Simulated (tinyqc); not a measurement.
Narrowing against degeneracy: heavy doping: gap narrowing, degeneracy and the minority density.

F_j(eta) = (1/Gamma(j + 1)) integral_0^infinity x^j dx/(1 + exp(x - eta)), which tends to exp(eta) for eta << 0.

Empirical narrowing (Slotboom form, constants chosen for the exercise; published fits of this form give the apparent narrowing, here it is taken as the true one): dEg = E0 [ln(N/N0) + sqrt(ln(N/N0)^2 + C)].

Majority: N = Nc F_1/2(eta), eta the distance of EF beyond the majority band edge in kT. Degeneracy factor gam = F_1/2(eta)/exp(eta). ni0^2 = Nc Nv exp(-Eg/kT); product n p = ni0^2 gam exp(dEg/kT), dEg the true narrowing; apparent narrowing dEa = dEg + kT ln gam; minority density = n p/N.

Constants: kB = 8.617333262e-05 eV/K.

Values chosen for the exercise (gap and densities of states near those of Si at this temperature; narrowing constants near the fits for Si; not measured data):

| symbol | value | unit | meaning |
|---|---|---|---|
| Eg | 1.11 | eV | gap |
| Nc | 2.92e+19 | 1/cm^3 | conduction-band density of states |
| Nv | 1.06e+19 | 1/cm^3 | valence-band density of states |
| T | 300 | K |  |
| E0 | 7.73 | meV | narrowing scale |
| N0 | 1.5e+17 | 1/cm^3 | onset density |
| C | 0.5 |  | smoothing constant |

N takes the values listed; the last column is N over the factor gam exp(dEg/kT), the doping that a simple model would need to give the same minority density.

Results:

| N (1/cm^3) | eta | gam | dEg (meV) | dEa (meV) | minority (1/cm^3) | effective doping (1/cm^3) |
|---|---|---|---|---|---|---|
| 9.0e+16 | -5.78 | 0.999 | 2.8 | 2.8 | 862 | 8.09e+16 |
| 3.0e+17 | -4.57 | 0.996 | 13.0 | 12.9 | 383 | 1.82e+17 |
| 9.0e+17 | -3.47 | 0.989 | 28.7 | 28.5 | 233 | 2.99e+17 |
| 3.0e+18 | -2.24 | 0.964 | 47.0 | 46.0 | 138 | 5.06e+17 |
| 9.0e+18 | -1.07 | 0.897 | 63.8 | 61.0 | 81.9 | 8.51e+17 |
| 3.0e+19 | 0.39 | 0.699 | 82.3 | 73.0 | 39.2 | 1.78e+18 |
| 9.0e+19 | 2.17 | 0.351 | 99.2 | 72.1 | 12.6 | 5.53e+18 |
| 6.0e+20 | 8.98 | 0.00259 | 128.5 | -25.5 | 0.0434 | 1.61e+21 |

Give the missing row, N (1/cm^3) = 2.0e+20.

Computed row:
```
N (1/cm^3)   eta    gam  dEg (meV)  dEa (meV)  minority (1/cm^3)  effective doping (1/cm^3)
2.0e+20     4.15  0.108      111.5       53.9               2.80                   2.49e+19
```

dEg grows steadily to 128.5 meV, while the apparent value peaks at 73.0 meV for N = 3e+19 and falls to -25.5 meV as the Fermi level enters the band (a negative value is not met in measurements: parabolic bands with a fixed mass overstate the filling). N grows by a factor 33 from the third to the sixth row and the effective doping by 5.9: net of degeneracy, narrowing takes away 82 % of the factor gained by heavier doping.

tinyqc: `OMP_NUM_THREADS=1 python tinyqc.py 1651936 1651937 out.jsonl`; about 0.01 s, one thread, shared Intel(R) Xeon(R) Processor @ 2.30GHz.
